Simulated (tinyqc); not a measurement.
Worked calculation: coherent transport through a tight-binding region between two chains. Computed by tinyqc, a small Python program that keeps every step. Settings: temperature = 77, mu = 0.39. Command: `OMP_NUM_THREADS=1 python tinyqc.py 28312 28313 out.jsonl` (the two numbers bound the seeds that draw the settings). One thread of a shared host (Intel(R) Xeon(R) Processor @ 2.60GHz), about 0.08 s of CPU time with the checks.

## Transmission at E = -0.37 eV

H of the central region (eV):
```
,1,2,3
1,-0.040000,-2.480000,0.000000
2,-2.480000,-0.940000,-2.480000
3,0.000000,-2.480000,-0.570000
```

Leads: semi-infinite chains with site energy 0:
```
parameter,value
lead hopping t (eV),2.970000
coupling to the left lead (eV),0.410000
coupling to the right lead (eV),0.790000
left contact site,1
right contact site,3
```

E = -0.370000 eV

Surface Green function g = (E - i sqrt(4 t^2 - E^2)) / (2 t^2); self-energy tc^2 g on each contact site; G = (E - H - Sigma)^(-1); Gamma = -2 Im Sigma; T = Gamma_L Gamma_R |G_LR|^2; local density of states -Im G_ii / pi.

g = -0.020973-0.336047i 1/eV

G (1/eV):
```
,1,2,3
1,-1.284393-3.110421i,0.163295-0.380209i,1.246861+3.197807i
2,0.163295-0.380209i,0.012836-0.053771i,0.236980+0.392568i
3,1.246861+3.197807i,0.236980+0.392568i,-1.301329-3.288035i
```

local density of states (1/eV): 0.990078  0.017116  1.046614

transmission = 0.558277

## Transmission across the band

The same steps on a grid of energies.

T(E):
```
E (eV),T
-5.64300000,0.000044
-5.07870000,0.000469
-4.51440000,0.008366
-3.95010000,0.027145
-3.38580000,0.005303
-2.82150000,0.003843
-2.25720000,0.004369
-1.69290000,0.007011
-1.12860000,0.017912
-0.56430000,0.149278
0,0.108631
0.56430000,0.019167
1.12860000,0.009652
1.69290000,0.008219
2.25720000,0.012859
2.82150000,0.170849
3.38580000,0.008474
3.95010000,0.000895
4.51440000,0.000190
5.07870000,0.000046
5.64300000,0.000008
```

levels of the isolated region (eV): -4.152407  -0.308604  2.911011

## Current

I = (2e/h) int T(E) [f(E - mu - V/2) - f(E - mu + V/2)] dE at 77 K with mu = 0.39 eV, the bias not changing H; 2e^2/h = 77.48092 microsiemens; the integral runs over the band on 4001 points.

Current:
```
V (volt),I (microampere)
0.010000,0.021431
0.050000,0.107258
0.100000,0.215171
0.200000,0.435664
0.400000,0.916833
0.800000,2.322693
```
